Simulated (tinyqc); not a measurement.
Pressure-driven transition between two phases with analytic equations of state: one step, computed by the program tinyqc. Command: `OMP_NUM_THREADS=1 python tinyqc.py 3010096 3010097 out.jsonl transition walk`. One thread of a shared host (Intel(R) Xeon(R) Processor @ 2.30GHz), about 0.02 s of CPU time with the checks.

Each phase obeys E = E0 + (B0 V/B') [(V0/V)^B'/(B' - 1) + 1] - B0 V0/(B' - 1), P = (B0/B') [(V0/V)^B' - 1]; E0 = 0 for phase 1 and Delta E0 for phase 2. H = E + P V.

Problem. Shift with temperature. Start from P = Delta E0/(V0 of phase 1 - V0 of phase 2); at each P solve P(V) = P for both phases and step P(new) = P - (H_2 - H_1)/(V_2 - V_1); stop when |H_2 - H_1| < 1e-10 eV. At the zero-temperature transition the volume change is V_2/V_1 - 1 and the work is P (V_1 - V_2). At T the condition is H_2 - H_1 - T Delta S = 0, with Delta S constant and thermal expansion left out; the Clausius-Clapeyron slope is dP/dT = Delta S/(V_2 - V_1) at the zero-temperature point.

Inputs (values chosen for the exercise, for two model phases):
```
quantity                                   value             unit
volume V0 of phase 1                        12.8  angstrom^3/atom
B0 of phase 1                               97.3              GPa
B' of phase 1                               4.95                -
volume V0 of phase 2                        10.3  angstrom^3/atom
B0 of phase 2                                135              GPa
B' of phase 2                               4.17                -
energy of phase 2 above phase 1, Delta E0   0.15          eV/atom
entropy of phase 2 less phase 1, Delta S   0.074         k_B/atom
temperature T                               1200                K
```

Equation of state: Murnaghan.

V_2 at the transition = 9.626511 angstrom^3

V_1 at the transition = 11.73613 angstrom^3

transition pressure = 10.54628 GPa

Constants: k_B = 8.617333262e-05 eV/K; 1 eV/angstrom^3 = 160.2176634 GPa.

Give: Clapeyron slope; transition pressure at T; linear estimate at T.

Solution.

Clapeyron slope = -0.4843 MPa/K

transition pressure at T = 9.967 GPa

linear estimate at T = 9.965 GPa

The dense phase has the higher entropy, so heating lowers the transition pressure. Caution: a constant Delta S holds only at high temperature; it vanishes as T goes to 0, so the shift counted from T = 0 is somewhat too large.
